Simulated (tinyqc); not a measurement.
# Shape of the distribution and failure rate

For F(t) = 1 - exp(-(t/t63)^beta): mean t63 Gamma(1 + 1/beta), median t63 (ln 2)^(1/beta), deviation t63 sqrt(Gamma(1 + 2/beta) - Gamma(1 + 1/beta)^2), failure rate (beta/t63)(t/t63)^(beta - 1).

Inputs (values chosen for the exercise):
- t63 = 56 s (characteristic time of a test capacitor)

Shape of the distribution and failure rate:
```
beta  mean (s)  median (s)  deviation/mean  rate at 0.01 t63 (1/s)  rate at t63 (1/s)
0.5     112.00      26.905          2.2361                0.089286          0.0089286
0.7     70.886      33.174          1.4624                0.049763           0.012500
1       56.000      38.816          1.0000                0.017857           0.017857
1.3     51.720      42.242         0.77572               0.0058312           0.023214
1.7     49.966      45.139         0.60548               0.0012085           0.030357
2.2     49.595      47.406         0.47983               1.5640e-4           0.039286
3       50.007      49.560         0.36345               5.3571e-6           0.053571
4       50.759      51.097         0.28054               7.1429e-8           0.071429
```

The relative spread falls from 2.24 to 0.281. For beta < 1 the rate falls with time (early failures), at 1 it is constant, 0.0179 1/s, and above 1 it grows (wear-out): the early rate goes from 10.0 times the rate at t63 to 1.00e-6 times.

Numbers from tinyqc (`OMP_NUM_THREADS=1 python tinyqc.py 2070056 2070057 out.jsonl`; about 0.01 s on one thread of a shared Intel Xeon 2.30GHz).
